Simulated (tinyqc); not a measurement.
# On-chip interconnect, size-dependent resistivity and RC delay: two metals against line width

A rectangular line between two neighbours and two ground planes. Surface and grain-boundary scattering are added to the bulk resistivity as corrections; capacitances are parallel-plate values without fringing; inductance is ignored.

Metal width x = wd - 2 tl, height y = AR wd - tl; grain boundaries (Mayadas-Shatzkes): al = (lam/(gr x)) Rg/(1 - Rg), g = 1/[1 - 3 al/2 + 3 al^2 - 3 al^3 ln(1 + 1/al)] - 1; surfaces (Fuchs-Sondheimer, thick limit): s = (3/8) lam (1 - ps)(1/x + 1/y); rho = rho0 (1 + g + s); r = rho/(x y). The second metal has rho2, lam2 and tl2 in place of rho0, lam and tl; ps, Rg, gr and AR are shared.

Values chosen for this exercise; metal values close to those of aluminium:

| symbol | value | unit | meaning |
|---|---|---|---|
| rho0 | 2.65 | uohm cm | bulk resistivity |
| lam | 18.6 | nm | bulk mean free path |
| ps | 0.5 |  | specular share of surface scattering |
| Rg | 0.27 |  | reflection coefficient of grain boundaries |
| gr | 1 |  | grain size over the metal width |
| AR | 2.3 |  | aspect ratio, height over width |
| tl | 1.7 | nm | liner on both walls and the bottom, not conducting |
| sp | 38 | nm | space to the neighbouring lines |
| hd | 24 | nm | dielectric height to the planes above and below |
| ek | 3.9 |  | relative permittivity of the dielectric |
| Mf | 0 |  | Miller factor of the neighbours |
| rho2 | 1.69 | uohm cm | bulk resistivity of the second metal (close to copper) |
| lam2 | 40.1 | nm | mean free path of the second metal |
| tl2 | 1.3 | nm | liner of the second metal |

Constants: eps0 = 8.8541878128e-12 F/m. Results are converted to the units shown.

Two metals against line width:
```
wd (nm)  rho, first (uohm cm)  rho, second (uohm cm)  r, first (ohm/um)  r, second (ohm/um)  ratio second/first
6.5                    14.313                 14.547             3484.7              2732.7             0.78420
8                      10.629                 11.070             1383.6              1198.8             0.86647
10                     8.2865                 8.5986             589.45              535.47             0.90843
13                     6.5772                 6.6527             242.95              223.66             0.92061
17                     5.4544                 5.3053             107.24              97.466             0.90889
22                     4.7202                 4.3939             51.897              45.941             0.88524
30                     4.1119                 3.6206             22.969              19.519             0.84977
45                     3.5947                 2.9502             8.4883              6.8083             0.80208
70                     3.2454                 2.4905             3.0590              2.3138             0.75638
120                    2.9929                 2.1541            0.93576             0.66796             0.71381
```

The resistivity of the first metal falls from 14.3 to 2.99 uohm cm and that of the second goes from 14.5 to 2.15 uohm cm as the line widens. The products rho0 lam, which set the size effect, are 49.3 and 67.8 uohm cm nm. The second metal has the lower resistance in every row. For widths well under the mean free path the thick-limit surface term is only a guide.

Range of the model: The metal width is under the mean free path, where the thick-limit surface term and the simple sum of corrections lose accuracy.

Program tinyqc, `OMP_NUM_THREADS=1 python tinyqc.py 2100024 2100025 out.jsonl`; Intel Xeon 2.30GHz, shared host, one thread, about 0.01 s.
